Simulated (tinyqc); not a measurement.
Inside a calculation. Model: octagonal on-chip spiral inductor, lumped pi model.

tinyqc, about 0.01 s, one thread, Intel Xeon 2.30GHz (shared host): `OMP_NUM_THREADS=1 python tinyqc.py 2302219 2302220 out.jsonl` Printed values are rounded.

Outer diameter do = di + 2 n wd + 2 (n - 1) sp, mean da = (do + di)/2, fill p = (do - di)/(do + di), length l = 3.314 n da. L = 2.25 mu0 n^2 da/(1 + 3.55 p), mu0 = 4 pi 1e-7 H/m. Rs = rho l/(wd delta (1 - exp(-th/delta))), delta = sqrt(rho/(pi f mu0)). Cs = n wd^2 eps0 eo/hu across the coil. At each end Cox = l wd eps0 eo/(2 ho) leads to the substrate branch Rsi = 2 rs he/(l wd) in parallel with Csi = l wd eps0 11.7/(2 he). With one end grounded Y = 1/(Rs + i w L) + i w Cs + 1/[1/(i w Cox) + 1/(1/Rsi + i w Csi)], w = 2 pi f; Q = -Im Y/Re Y. Eddy currents in neighbouring turns and in the substrate are left out.

Inputs (values chosen for the exercise); values of the order met in silicon radio-frequency processes:
```
symbol  value     unit                                     meaning
n         1.5                                      number of turns
wd          4       um                                  line width
sp          3       um                         space between turns
di         80       um                              inner diameter
th          4       um                             metal thickness
rho       2.2  uohm cm                           metal resistivity
ho        3.1       um                        oxide below the coil
hu        1.2       um            oxide between coil and underpass
eo        4.1                   relative permittivity of the oxide
rs        100   ohm cm                       substrate resistivity
he         30       um  effective spreading depth in the substrate
f         1.9      GHz                                   frequency
```

Constants: eps0 = 8.8541878128e-12 F/m. Results are converted to the units shown.

## Geometry and model elements

do, l, L, delta, Rs, Cs, Cox, Rsi and Csi as defined.

do = 95 um
l = 434.9625 um
L = 0.4267861 nH
delta = 1.712595 um
Rs = 1.546505 ohm
Cs = 0.7260434 fF
Cox = 10.18715 fF
Rsi = 34485.73 ohm
Csi = 3.003967 fF

Rs is 2.59 times the direct-current value in this empirical form, which overstates the skin effect of a flat slab when delta is near th and so stands in for some current crowding.

## Admittance, quality factor and apparent inductance

Series branch 1/(Rs + i w L), substrate branch, total Y, Q = -Im Y/Re Y, apparent inductance Im(1/Y)/w, metal-only value w L/Rs, share of the loss in the substrate Re(substrate branch)/Re Y.

series branch = 54.5492-179.7135i mS
substrate branch = 0.01672712+0.03077501i mS
Y = 54.5659-179.6741i mS
Q = 3.292789
apparent inductance = 0.4268418 nH
w L/Rs = 3.294522
share of the loss in the substrate = 0.03065489 %

Q is 99.9 % of the metal-only value.
